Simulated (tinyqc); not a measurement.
Reset of a mushroom phase-change cell, hemispherical electro-thermal model: one step of the calculation.

Current spreads from a hemispherical contact of radius r0 into a large dome with constant rho and ka: j = I/(2 pi r^2). With s = r0/r the steady rise is T - T0 = c (b s - s^2), c = I^2 rho/(8 pi^2 ka r0^2). The heat lost through the heater, (T(r0) - T0)/Rh, fixes b = (2 + g)/(1 + g), g = 1/(2 pi ka r0 Rh).

Question. Constants and melting current. The peak lies at s = b/2 with the rise c b^2/4; melting starts at the current where that equals Tm - T0, and the molten shell spans the roots of s^2 - b s + (Tm - T0)/c = 0 (s at most 1). Electrical resistance rho/(2 pi r0).

Values chosen for this exercise; values of the order of Ge-Sb-Te and related chalcogenides: ambient temperature T0 = 300 K; melting point Tm = 871 K; radius of the heater contact r0 = 40 nm; resistivity of the hot chalcogenide rho = 7.3 mohm cm; its thermal conductivity ka = 1.26 W/(m K); thermal resistance of the path through the heater Rh = 10 K/uW.

Wanted: g; b; resistance; radius of the peak; melting current; power at that current.

Answer.

g = 0.3158
b = 1.760
resistance = 0.2905 kohm
radius of the peak = 45.45 nm
melting current = 1268 uA
power at that current = 467.0 uW

Range of the model: Constant properties, no latent heat, thermoelectric terms, boundary resistance or heating in the heater itself.

Computed by the program tinyqc: `OMP_NUM_THREADS=1 python tinyqc.py 2490121 2490122 out.jsonl`, one thread of a shared Intel Xeon 2.30GHz, about 0.01 s for the whole run.
